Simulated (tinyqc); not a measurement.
Worked calculation: empirical pseudopotential in a few plane waves. One step of it, computed by the program tinyqc.

Problem. Bloch Hamiltonian at k. Basis: the 15 shortest G (labels in 2 pi/a), the same at every k. H(G,G') = c |k + G|^2 delta + VS(|G-G'|^2) cos((G-G').tau) + i VA sin((G-G').tau), tau = a/8 (1,1,1); 1 Ry = 13.605693 eV.

Parameters chosen for this model: fcc lattice, atoms at +/- a/8 (1,1,1); form factors in rydberg at |G|^2 in units of (2 pi/a)^2:
```
parameter                 value      unit
a                      5.980000  angstrom
VS(3)                 -0.228000        Ry
VS(8)                  0.028000        Ry
VS(11)                 0.080000        Ry
VA(3)                  0.040000        Ry
VA(4)                  0.086000        Ry
VA(11)                 0.005000        Ry
hbar^2/2m (2 pi/a)^2   4.206107        eV
```

k point k (2 pi / a): [-0.060000, 0.060000, -0.240000]

Give: H(k) at k.

Solution.

H(k) at k (eV):
```
                 +0+0+0           -1-1-1           -1-1+1           -1+1-1
+0+0+0           0.2726   2.1935+0.3848i  -2.1935+0.3848i  -2.1935+0.3848i
-1-1-1   2.1935-0.3848i          14.9098   0.0000-1.1701i   0.0000-1.1701i
-1-1+1  -2.1935-0.3848i   0.0000+1.1701i          10.8719           0.3810
-1+1-1  -2.1935-0.3848i   0.0000+1.1701i           0.3810          15.9193
-1+1+1  -2.1935+0.3848i          -0.3810   0.0000+1.1701i   0.0000+1.1701i
+1-1-1  -2.1935-0.3848i   0.0000+1.1701i           0.3810           0.3810
+1-1+1  -2.1935+0.3848i          -0.3810   0.0000+1.1701i           0.0000
+1+1-1  -2.1935+0.3848i          -0.3810           0.0000   0.0000+1.1701i
+1+1+1   2.1935+0.3848i           0.0000          -0.3810          -0.3810
-2+0+0   0.0000-1.1701i  -2.1935+0.3848i  -2.1935-0.3848i  -2.1935-0.3848i
+0-2+0   0.0000-1.1701i  -2.1935+0.3848i  -2.1935-0.3848i   0.7697-0.0481i
+0+0-2   0.0000-1.1701i  -2.1935+0.3848i   0.7697-0.0481i  -2.1935-0.3848i
+0+0+2   0.0000+1.1701i  -0.7697-0.0481i   2.1935+0.3848i  -0.7697+0.0481i
+0+2+0   0.0000+1.1701i  -0.7697-0.0481i  -0.7697+0.0481i   2.1935+0.3848i
+2+0+0   0.0000+1.1701i  -0.7697-0.0481i  -0.7697+0.0481i  -0.7697+0.0481i

                 -1+1+1           +1-1-1           +1-1+1           +1+1-1
+0+0+0  -2.1935-0.3848i  -2.1935+0.3848i  -2.1935-0.3848i  -2.1935-0.3848i
-1-1-1          -0.3810   0.0000-1.1701i          -0.3810          -0.3810
-1-1+1   0.0000-1.1701i           0.3810   0.0000-1.1701i           0.0000
-1+1-1   0.0000-1.1701i           0.3810           0.0000   0.0000-1.1701i
-1+1+1          11.8814           0.0000           0.3810           0.3810
+1-1-1           0.0000          13.9003   0.0000-1.1701i   0.0000-1.1701i
+1-1+1           0.3810   0.0000+1.1701i           9.8625           0.3810
+1+1-1           0.3810   0.0000+1.1701i           0.3810          14.9098
+1+1+1   0.0000+1.1701i          -0.3810   0.0000+1.1701i   0.0000+1.1701i
-2+0+0   2.1935-0.3848i   0.7697-0.0481i  -0.7697-0.0481i  -0.7697-0.0481i
+0-2+0  -0.7697-0.0481i  -2.1935-0.3848i   2.1935-0.3848i  -0.7697-0.0481i
+0+0-2  -0.7697-0.0481i  -2.1935-0.3848i  -0.7697-0.0481i   2.1935-0.3848i
+0+0+2  -2.1935+0.3848i  -0.7697+0.0481i  -2.1935+0.3848i   0.7697+0.0481i
+0+2+0  -2.1935+0.3848i  -0.7697+0.0481i   0.7697+0.0481i  -2.1935+0.3848i
+2+0+0   0.7697+0.0481i   2.1935+0.3848i  -2.1935+0.3848i  -2.1935+0.3848i

                 +1+1+1           -2+0+0           +0-2+0           +0+0-2
+0+0+0   2.1935-0.3848i   0.0000+1.1701i   0.0000+1.1701i   0.0000+1.1701i
-1-1-1           0.0000  -2.1935-0.3848i  -2.1935-0.3848i  -2.1935-0.3848i
-1-1+1          -0.3810  -2.1935+0.3848i  -2.1935+0.3848i   0.7697+0.0481i
-1+1-1          -0.3810  -2.1935+0.3848i   0.7697+0.0481i  -2.1935+0.3848i
-1+1+1   0.0000-1.1701i   2.1935+0.3848i  -0.7697+0.0481i  -0.7697+0.0481i
+1-1-1          -0.3810   0.7697+0.0481i  -2.1935+0.3848i  -2.1935+0.3848i
+1-1+1   0.0000-1.1701i  -0.7697+0.0481i   2.1935+0.3848i  -0.7697+0.0481i
+1+1-1   0.0000-1.1701i  -0.7697+0.0481i  -0.7697+0.0481i   2.1935+0.3848i
+1+1+1          10.8719  -0.7697-0.0481i  -0.7697-0.0481i  -0.7697-0.0481i
-2+0+0  -0.7697+0.0481i          18.1064           0.3810           0.3810
+0-2+0  -0.7697+0.0481i           0.3810          16.0875           0.3810
+0+0-2  -0.7697+0.0481i           0.3810           0.3810          21.1348
+0+0+2  -2.1935-0.3848i          -0.3810          -0.3810           0.0000
+0+2+0  -2.1935-0.3848i          -0.3810           0.0000          -0.3810
+2+0+0  -2.1935-0.3848i           0.0000          -0.3810          -0.3810

                 +0+0+2           +0+2+0           +2+0+0
+0+0+0   0.0000-1.1701i   0.0000-1.1701i   0.0000-1.1701i
-1-1-1  -0.7697+0.0481i  -0.7697+0.0481i  -0.7697+0.0481i
-1-1+1   2.1935-0.3848i  -0.7697-0.0481i  -0.7697-0.0481i
-1+1-1  -0.7697-0.0481i   2.1935-0.3848i  -0.7697-0.0481i
-1+1+1  -2.1935-0.3848i  -2.1935-0.3848i   0.7697-0.0481i
+1-1-1  -0.7697-0.0481i  -0.7697-0.0481i   2.1935-0.3848i
+1-1+1  -2.1935-0.3848i   0.7697-0.0481i  -2.1935-0.3848i
+1+1-1   0.7697-0.0481i  -2.1935-0.3848i  -2.1935-0.3848i
+1+1+1  -2.1935+0.3848i  -2.1935+0.3848i  -2.1935+0.3848i
-2+0+0          -0.3810          -0.3810           0.0000
+0-2+0          -0.3810           0.0000          -0.3810
+0+0-2           0.0000          -0.3810          -0.3810
+0+0+2          13.0591           0.3810           0.3810
+0+2+0           0.3810          18.1064           0.3810
+2+0+0           0.3810           0.3810          16.0875
```
